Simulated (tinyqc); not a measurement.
Doping the contact: Schottky barrier with interface states (Cowley-Sze model), image lowering and contact resistance. Computed by tinyqc, a small Python program. Command: `OMP_NUM_THREADS=1 python tinyqc.py 3011626 3011627 out.jsonl pinning walk`. One thread of a shared host (Intel(R) Xeon(R) Processor @ 2.30GHz), about 0.01 s of CPU time with the checks.

An n-type semiconductor under a metal. The barrier lies between the Schottky-Mott limit phi_M - chi and the Bardeen limit E_g - E_n, E_n being the neutrality level of the interface states; the space-charge term of the full Cowley-Sze expression is left out.

Inputs (values chosen for the exercise, with gap, mass and screening modelled on GaN):
```
quantity                                     value  unit
gap E_g                                       3.44    eV
electron affinity chi                         4.12    eV
metal work function phi_M                     5.19    eV
neutrality level E_n above the valence band   2.12    eV
optical dielectric constant eps_opt           5.46     -
dielectric constant eps_s                     9.61     -
electron mass m_e                            0.195   m_0
valleys M_c                                      1     -
temperature T                                  200     K
```

Pinning factor from: Moench relation.

Constants: k_B = 8.617333262e-05 eV/K; hbar = 1.054571817e-34 J s; m_0 = 9.1093837015e-31 kg; eps_0 = 8.8541878128e-12 F/m; e = 1.602176634e-19 C; k_B = 1.380649e-23 J/K; h = 6.62607015e-34 J s.

Method:
- S = 1/(1 + 0.1 (eps_opt - 1)^2), an empirical relation for metal-induced gap states.
- phi_B = S (phi_M - chi) + (1 - S)(E_g - E_n); the hole barrier is E_g - phi_B.
- A* = 4 pi e m_e M_c k_B^2/h^3 (a simple valley count); J_s = A* T^2 exp(-phi/k_B T).
- E_00 = (e hbar/2) sqrt(N/(m_e eps_s eps_0)), E_0 = E_00 coth(E_00/k_B T); scaling form of the contact resistivity rho_c = (k_B/(e A* T)) exp(phi_B/E_0), which is the thermionic result when E_00 << k_B T and keeps only the leading exponential of tunnelling when E_00 >> k_B T; image lowering is left out of it.
- Regimes: thermionic below E_00/k_B T = 0.5, field emission above 5.

barrier phi_B = 1.23636 eV

Against doping:
```
N (cm^-3)  1e10/sqrt(N)  E_00/k_B T  rho_c (ohm cm^2)                     regime
1.00e+16     1.0000e+02  7.8695e-02        2.2665e+23        thermionic emission
1.00e+17     3.1623e+01  2.4885e-01        6.1934e+22        thermionic emission
1.00e+18     1.0000e+01  7.8695e-01        1.8286e+18  thermionic-field emission
3.00e+18     5.7735e+00  1.3630e+00        2.0529e+12  thermionic-field emission
1.00e+19     3.1623e+00  2.4885e+00        4.0967e+04  thermionic-field emission
3.00e+19     1.8257e+00  4.3103e+00        3.0900e-01  thermionic-field emission
1.00e+20     1.0000e+00  7.8695e+00        1.6729e-04             field emission
3.00e+20     5.7735e-01  1.3630e+01        3.5499e-06             field emission
1.00e+21     3.1623e-01  2.4885e+01        3.2843e-07             field emission
```

What follows from these numbers?

Even over the thermionic rows rho_c falls by a factor 3.7, since the barrier is many E_0 high, and then it falls faster, by 29.8 decades in all; in field emission ln rho_c is linear in 1/sqrt(N). It stays above 1e-7 ohm cm^2 at every listed doping.
